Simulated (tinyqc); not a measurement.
The sixth-power law: interface roughness in a thin film (subband fluctuation and scattering).

Square well of width t, barriers V0, c = hbar^2/2m0: E1 solves k t + 2 atan[(k/mz)/(kappa/mb)] = pi, k = sqrt(mz E/c), kappa = sqrt(mb (V0 - E)/c). One interface is rough, so the subband edge fluctuates by G dt with G = |dE1/dt| (central difference of 0.01 angstrom; 2 E1/t for hard walls).

Gaussian roughness spectrum S(q) = pi D^2 Lc^2 exp(-q^2 Lc^2/4). Degenerate gas, taken to fill one subband (the second starts to fill once c kF^2/md exceeds E2 - E1, which is not tested here): kF = sqrt(2 pi Ns/gv), q = 2 kF sin(theta/2), 1/tau = (md/(2 pi c hbar)) G^2 times the integral from 0 to pi of S(q)(1 - cos theta)/eps(q)^2 dtheta, eps(q) = 1 + qs/q with screening (qs = gv md q0/(c eps), q0 = e^2/(4 pi eps0), form factors left out, which overstates the screening; other scattering is left out too, so these values lie far above measured mobilities in all but the thinnest films) or 1 without; mobility = tau c2/md with c2 = e/m0 = 1.75882e15 cm^2/(V s^2); 1e12/cm^2 = 1e-4/angstrom^2.

Constants: hbar^2/2m0 = 3.80998211 eV angstrom^2; hbar = 6.58211957e-16 eV s; e^2/(4 pi eps0) = 14.39964547 eV angstrom.

Parameters, chosen for this exercise (near those of a thin Si channel on (100), two-fold valleys; shifted at random, so the results belong to these values and not to a real crystal):
- mz = 0.889 m0 (confinement mass)
- V0 = 3.09 eV (barrier)
- mb = 0.51 m0 (barrier mass)
- md = 0.196 m0 (mass in the plane)
- gv = 2 (valleys)
- D = 3.2 angstrom (rms height of the roughness)
- Lc = 28 angstrom (correlation length)
- Ns = 5.6 x 1e12/cm^2 (sheet density)
- eps = 7.6 (mean dielectric constant at the channel)
- ts = (18, 22, 27, 32, 40, 51, 67) angstrom (thicknesses)

Screened mobility against thickness for the finite barrier and for hard walls.

Results:
```
t (angstrom)  E1 (meV)  G (meV/angstrom)  mobility (cm^2/(V s))  the same, hard walls
18               107.9            10.870               3.16e+03              1.78e+03
22                74.7             6.270               9.51e+03              5.92e+03
27                51.0             3.542               2.98e+04              2.02e+04
32                37.0             2.192               7.78e+04              5.61e+04
40                24.2             1.159               2.78e+05              2.14e+05
51                15.2             0.575               1.13e+06              9.19e+05
67                 8.9             0.260               5.53e+06              4.72e+06
```

With hard walls G goes as 1/t^3 and the mobility as t^6. With the finite barrier the local exponent is 5.48 at the thin end and 5.82 at the thick end, since the envelope leaks out and softens the dependence. The least value is 3.16e+03 cm^2/(V s). EF - E1 = 34 meV exceeds about 3 E1, the distance to the next subband of the ladder, from 67 angstrom on, where the one-subband formula no longer holds. The gate field, which also presses carriers to the interface, is left out. Below about 20 angstrom the effective-mass picture is itself doubtful. Up to t = 22 angstrom G D exceeds half of EF - E1, where the Born rate fails.

tinyqc: `OMP_NUM_THREADS=1 python tinyqc.py 1252745 1252746 out.jsonl`; about 0.01 s, one thread, shared Intel(R) Xeon(R) Processor @ 2.30GHz.
